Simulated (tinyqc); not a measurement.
Worked calculation: lattice vibrations of a chain. One step of it, computed by the program tinyqc.

Problem. Frequencies. omega^2 are the eigenvalues; wavenumber = 521.4708 sqrt(eigenvalue) 1/cm.

D(q) (eV/(angstrom^2 u)):
```
                     1                    2
1             0.383580  -0.139059+0.202009i
2  -0.139059-0.202009i             1.278027
```

Give: eigenvalues; wavenumbers; weights |e|^2 of the mass-weighted modes.

Solution.

eigenvalues: 0.3208  1.3409

wavenumbers (1/cm): 295.3  603.8

weights |e|^2 of the mass-weighted modes:
```
        mode 1  mode 2
atom 1  0.9384  0.0616
atom 2  0.0616  0.9384
```
